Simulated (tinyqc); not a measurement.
Threshold switch as oscillator and as selector in a crossbar: array size against supply voltage.

Off state: I = Ith sinh(V/V0)/sinh(Vth/V0) up to Vth. On state: V = Vh + I Ron down to the holding current Ih, at Vl = Vh + Ih Ron. Switching is instantaneous.

In an N x N array driven at Vs, the V/2 scheme puts Vs/2 on 2 (N - 1) cells; the V/3 scheme puts Vs/3 on all N^2 - 1 others, N - 1 of them on the selected row. Row leakage is (N - 1) I; wasted power is the number of cells times V I. The largest N keeps the row leakage below a tenth of Iw.

Parameters, values chosen for the exercise; values of the order of Ge-Sb-Te and related chalcogenides:
- Vth = 3.1 V (threshold voltage)
- Ith = 0.24 uA (current at threshold)
- V0 = 0.25 V (voltage scale of the off-state sinh)
- Iw = 100 uA (write current)

Results:
```
Vs (V)  I at Vs/2 (nA)  largest N, V/2  largest N, V/3
3.26            0.6707         1.491e4         1.310e5
3.65             1.463            6835         7.789e4
4.05             3.256            3072         4.569e4
4.85             16.13           621.0         1.573e4
5.25             35.90           279.6            9226
5.65             79.89           126.2            5413
6.04             174.3           58.38            3219
```

Estimate the missing row, Vs = 4.45 V.

Computed row:
```
Vs (V)  I at Vs/2 (nA)  largest N, V/2  largest N, V/3
4.45             7.247            1381         2.681e4
```

With this row back in the table: The half-select current grows a decade every 2 V0 ln 10 = 1.15 V, so the largest N falls from 14900 to 58.4 in the V/2 scheme and from 1.31e5 to 3220 in the V/3 scheme. Vs must stay below 2 Vth = 6.20 V (V/2) or half-selected cells switch.

Range of the model: Delay times, drift of Vth and line resistance are left out.

Computed by the program tinyqc: `OMP_NUM_THREADS=1 python tinyqc.py 2490064 2490065 out.jsonl`, one thread of a shared Intel Xeon 2.30GHz, about 0.01 s for the whole run.
